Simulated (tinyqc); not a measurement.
# Deep-level transient spectroscopy, step by step

Computed by the program tinyqc: `OMP_NUM_THREADS=1 python tinyqc.py 2050129 2050130 out.jsonl`, one thread of a shared Intel Xeon 2.30GHz, about 0.01 s for the whole run. Printed values are rounded.

Schottky contact on an n-type layer with shallow donors Nd (all ionised) and a donor-like deep trap, neutral when filled and positive when empty; depletion approximation. Traps within lam of the depletion edge stay filled. A long pulse to Vp fills the traps beyond x1 = Wp - lam; back at Vr those between x1 and x2 = Wr - lam emit. A rate window reads S = C(t2) - C(t1).

Inputs (values chosen for the exercise); material values close to those of 4H silicon carbide: relative permittivity eps_r = 9.66; conduction-band density of states at 300 K Nc = 1.69e19 cm^-3; thermal velocity at 300 K vth = 1.9e7 cm/s; shallow donor density Nd = 1.1e16 cm^-3; built-in voltage Vbi = 0.93 V; depth of the trap below the conduction edge Et = 0.26 eV; capture cross-section sn = 7.3e-14 cm^2; trap density Nt = 7.4e14 cm^-3; reverse bias Vr = 2.6 V; reverse bias during the filling pulse Vp = 0 V; first sampling time t1 = 1 ms; second sampling time t2 = 2 ms; temperature of the transient T = 139 K; field at the trap F = 71 kV/cm.

Constants: q = 1.602176634e-19 C, kB = 1.380649e-23 J/K, eps0 = 8.8541878128e-14 F/cm where lengths are in cm. Results are converted to the units shown.

## Emission rate and rate window

Emission rate en = sn vth(T) Nc(T) exp(-Et/kB T) = sn g T^2 exp(-Et/kB T), g = vth Nc/(300 K)^2, as vth goes as T^0.5 and Nc as T^1.5 (degeneracy factor 1). For an exponential transient S peaks where en = ew = ln(t2/t1)/(t2 - t1).

g = 3.56778e21 cm^-2 s^-1 K^-2
en = 1882.90 1/s
1/en = 0.531096 ms
ew = 693.147 1/s

## Widths

lam = sqrt(2 eps0 eps_r (EF - ET)/(q Nd)), EF - ET = Et - (kB T/q) ln(Nc(T)/Nd), Nc(T) = Nc (T/300 K)^1.5. In the steady state at the band bending V, 2 eps0 eps_r V/q = Nd W^2 + Nt (W - lam)^2 (the second term only if W > lam). V = Vbi + Vr gives Wr and V = Vbi + Vp gives Wp; x1 = max(Wp - lam, 0).

lam = 134.341 nm
Wr = 574.126 nm
Wp = 297.453 nm
x1 = 163.112 nm
x2 = 439.785 nm
G = (x2^2 - x1^2)/Wr^2 = 0.506051

The rule Nt = 2 Nd |dC|/C assumes G = 1 and would understate Nt by a factor of about 1/G = 1.98 here (the limit of small Nt/Nd).

## The transient

| sample | t (ms) |
|---|---|
| 0 | 0 |
| 1 | 0.5 |
| 2 | 1 |
| 3 | 1.5 |
| 4 | 2 |
| 5 | 4 |
| 6 | 10 |

W(t)^2 = Wr^2 + (Nt/Nd)(x2^2 - x1^2) exp(-en t), C = eps0 eps_r/W; for small Nt, dC/C = -(Nt/2 Nd) G exp(-en t) with G = (x2^2 - x1^2)/Wr^2. S = C(t2) - C(t1).

| sample | C (nF/cm^2) | C - C(final) (pF/cm^2) |
|---|---|---|
| 0 | 14.6504 | -247.288 |
| 1 | 14.7997 | -97.939 |
| 2 | 14.8593 | -38.433 |
| 3 | 14.8827 | -15.027 |
| 4 | 14.8918 | -5.867 |
| 5 | 14.8976 | -0.136 |
| 6 | 14.8977 | 0.000 |

S = 32.5664 pF/cm^2

## Step 1: peak temperature

T at the start = 300 K

Fixed-point step for en(T) = ew: T(new) = (Et q/kB)/ln(sn g T^2/ew), g = vth Nc/(300 K)^2.

T after step 1 = 124.449 K

## Course of the iteration for the peak temperature

Start from 300 K; stop when T changes by less than 1e-8 K.

Course of the iteration:

| step | T (K) | change (K) |
|---|---|---|
| 1 | 124.449 | 176 |
| 2 | 134.189 | 9.74 |
| 3 | 133.296 | 0.893 |
| 4 | 133.375 | 0.0787 |
| 5 | 133.368 | 6.96e-3 |
| 6 | 133.368 | 6.15e-4 |
| 7 | 133.368 | 5.44e-5 |
| 8 | 133.368 | 4.81e-6 |
| 9 | 133.368 | 4.25e-7 |
| 10 | 133.368 | 3.76e-8 |
| 11 | 133.368 | 3.32e-9 |

Converged in 11 steps; each multiplies the error by -2 kB T/Et = -0.088.

## Poole-Frenkel lowering

A Coulomb centre of charge +q (when empty) in the field F lowers its barrier by dE = sqrt(q F/(pi eps0 eps_r)) along the field. One-dimensional rate: en exp(b), b = dE/kB T; three-dimensional (Hartke): en {[1 + (b - 1) exp(b)]/b^2 + 1/2}.

dE = 65.0649 meV
b = 5.43199
rate, one-dimensional = 4.30437e5 1/s
rate, three-dimensional = 65658.5 1/s

The one-dimensional form is 6.56 times the three-dimensional one, which counts the directions in which the barrier is lowered less or not at all.
